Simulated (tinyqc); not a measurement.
Inside a calculation. Method: tight binding, dimerised chain. Computed by tinyqc, a small Python program that keeps every step. Settings: t1 = 0.6, t2 = 0.35, delta = 0, points = 6, cells = 5. Command: `OMP_NUM_THREADS=1 python tinyqc.py 25303 25304 out.jsonl` (the two numbers bound the seeds that draw the settings). One thread of a shared host (Intel(R) Xeon(R) Processor @ 2.60GHz), about 0.01 s of CPU time with the checks.

## Bloch Hamiltonian at k

Parameters chosen for this model:

| parameter | value | unit |
|---|---|---|
| t1 | 0.600000 | eV, inside the cell |
| t2 | 0.350000 | eV, between cells |
| delta | 0 | eV, +/- on the two sites |

k point k (2 pi / a): 0.10000

H_AA = +delta, H_BB = -delta, H_AB = -t1 - t2 exp(-i k a).

H(k) at k (eV):
```
                   A                  B
A            0.00000  -0.88316+0.20572i
B  -0.88316-0.20572i            0.00000
```

## Levels at k

Diagonalise the Hermitian matrix.

eigenvalues (eV): -0.90680  0.90680

weights |c|^2 of the basis functions:
```
    band 1   band 2
A  0.50000  0.50000
B  0.50000  0.50000
```

## Bloch Hamiltonian at X

k point X (2 pi / a): 0.50000

As before.

H(k) at X (eV):
```
          A         B
A   0.00000  -0.25000
B  -0.25000   0.00000
```

## Levels at X

As before.

eigenvalues (eV): -0.25000  0.25000

weights |c|^2 of the basis functions:
```
    band 1   band 2
A  0.50000  0.50000
B  0.50000  0.50000
```

## Bands along a path

The same steps at evenly spaced points between the labelled ones.

Bands along the path (eV):

| k | band 1 | band 2 |
|---|---|---|
| G | -0.95000 | 0.95000 |
| G-X 0.33 | -0.83217 | 0.83217 |
| G-X 0.67 | -0.52202 | 0.52202 |
| X | -0.25000 | 0.25000 |

With 1 band(s) filled, the highest filled level on these points lies at X and the lowest empty one at X: a gap of 0.5000 eV, direct.

## Berry (Zak) phase of the lower band

On 6 points k_j = j/N: phase = -Im ln of the product of <u_j|u_(j+1)>, closed with u_N = u_0 (the cell-periodic part is taken without the site positions). Single arguments depend on the phases chosen for the u_j; only their sum modulo 2 pi does not.

Overlaps:

| j | \|<u_j\|u_j+1>\| | argument (rad) |
|---|---|---|
| 0 | 0.98268 | 0.18641 |
| 1 | 0.99240 | -0.49617 |
| 2 | 0.95241 | 0.30976 |
| 3 | 0.95241 | 0.30976 |
| 4 | 0.99240 | -0.49617 |
| 5 | 0.98268 | 0.18641 |

phase / pi, folded into (-1, 1] = 0.00000

## Open chain of 5 cells

H of the open chain (eV):
```
           1         2         3         4         5         6         7         8
1    0.00000  -0.60000   0.00000   0.00000   0.00000   0.00000   0.00000   0.00000
2   -0.60000   0.00000  -0.35000   0.00000   0.00000   0.00000   0.00000   0.00000
3    0.00000  -0.35000   0.00000  -0.60000   0.00000   0.00000   0.00000   0.00000
4    0.00000   0.00000  -0.60000   0.00000  -0.35000   0.00000   0.00000   0.00000
5    0.00000   0.00000   0.00000  -0.35000   0.00000  -0.60000   0.00000   0.00000
6    0.00000   0.00000   0.00000   0.00000  -0.60000   0.00000  -0.35000   0.00000
7    0.00000   0.00000   0.00000   0.00000   0.00000  -0.35000   0.00000  -0.60000
8    0.00000   0.00000   0.00000   0.00000   0.00000   0.00000  -0.60000   0.00000
9    0.00000   0.00000   0.00000   0.00000   0.00000   0.00000   0.00000  -0.35000
10   0.00000   0.00000   0.00000   0.00000   0.00000   0.00000   0.00000   0.00000

           9        10
1    0.00000   0.00000
2    0.00000   0.00000
3    0.00000   0.00000
4    0.00000   0.00000
5    0.00000   0.00000
6    0.00000   0.00000
7    0.00000   0.00000
8   -0.35000   0.00000
9    0.00000  -0.60000
10  -0.60000   0.00000
```

The same hoppings without the wrap-around bond.

levels (eV): -0.91591  -0.81741  -0.66635  -0.48574  -0.32089  0.32089  0.48574  0.66635  0.81741  0.91591

weights of the highest filled level on the sites: 0.09639  0.02757  0.14440  0.09005  0.14160  0.14160  0.09005  0.14440  0.02757  0.09639

The bulk gap runs from -0.2500 to 0.2500 eV; no level of this chain lies inside it.
